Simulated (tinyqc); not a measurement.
Modulation-doped quantum well, Poisson-Schroedinger loop with local exchange and correlation: one step of the calculation.

A well of width L centred at z = 0 between barriers Vb; effective-mass electrons, parabolic bands. The electrons come from donor sheets outside the mesh, a share fL of Ns on the left and the rest on the right, so the structure is neutral. Energies are counted from the band edge of the well, with U = 0 on the first node in the Hartree part.

Task. Density, output potential and mixing. n_i = sum_k N_k |psi_k|^2 (converted to cm^-3). Hartree part by Gauss: on the interval after node i the enclosed sheet charge is S_i = fL Ns - hz sum_(j<=i) n_j, and U_(i+1) = U_i + q S_i hz/(eps0 eps_r) in eV, U_1 = 0. Added to it: V_xc = -(2 Ry/(pi al rs)) [1 + 0.7734 (rs/21) ln(1 + 21/rs)] (Hedin-Lundqvist), al = (4/(9 pi))^(1/3), rs = (3/(4 pi n))^(1/3)/aB, aB = 4 pi eps0 eps_r hbar^2/(md m0 q^2), Ry = q/(8 pi eps0 eps_r aB) in eV. Mixing: U(new) = U + a (U(out) - U).

Inputs (values chosen for the exercise); material values close to those of GaN in AlGaN: in-plane mass md = 0.203 m0; relative permittivity (all layers) eps_r = 9.7; sheet density of electrons Ns = 2.1e11 cm^-2; share of the donors on the left side fL = 0.25; mixing factor a = 1.

Constants: q = 1.602176634e-19 C, hbar = 1.054571817e-34 J s, m0 = 9.1093837015e-31 kg, eps0 = 8.8541878128e-14 F/cm where lengths are in cm. Results are converted to the units shown.

```
node  z (nm)  self-consistent potential U at the start (eV)  |psi|^2 of E1 (1/nm)  |psi|^2 of E2 (1/nm)
1      -7.12                                              0            0.00000015            0.00000167
2      -6.23                                              0            0.00000232            0.00002048
3      -5.34                                              0            0.00003154            0.00021196
4      -4.45                                              0            0.00042403            0.00215969
5      -3.56                                              0            0.00569655            0.02197113
6      -2.67                                              0            0.06523781            0.19229538
7      -1.78                                              0            0.14765102            0.24273273
8      -0.89                                              0            0.21914162            0.10240471
9          0                                              0            0.24722542            0.00000000
10      0.89                                              0            0.21914162            0.10240471
11      1.78                                              0            0.14765102            0.24273273
12      2.67                                              0            0.06523781            0.19229538
13      3.56                                              0            0.00569655            0.02197113
14      4.45                                              0            0.00042403            0.00215969
15      5.34                                              0            0.00003154            0.00021196
16      6.23                                              0            0.00000232            0.00002048
17      7.12                                              0            0.00000015            0.00000167
```

N_k (cm^-2): E1 2.1e11, E2 2.1913611e-85

Wanted: n; U(out); U after round 1.

Result.

```
node  n (1e17 cm^-3)  U(out) (eV)  U after round 1 (eV)
1              0.000     -0.00017              -0.00017
2              0.000      0.00044               0.00044
3              0.001      0.00076               0.00076
4              0.009      0.00041               0.00041
5              0.120     -0.00129              -0.00129
6              1.370     -0.00543              -0.00543
7              3.101     -0.00744              -0.00744
8              4.602     -0.00879              -0.00879
9              5.192     -0.00978              -0.00978
10             4.602     -0.01053              -0.01053
11             3.101     -0.01092              -0.01092
12             1.370     -0.01066              -0.01066
13             0.120     -0.00826              -0.00826
14             0.009     -0.00830              -0.00830
15             0.001     -0.00970              -0.00970
16             0.000     -0.01176              -0.01176
17             0.000     -0.01412              -0.01412
```

Program tinyqc, `OMP_NUM_THREADS=1 python tinyqc.py 2140105 2140106 out.jsonl`; Intel Xeon 2.30GHz, shared host, one thread, about 0.2 s.
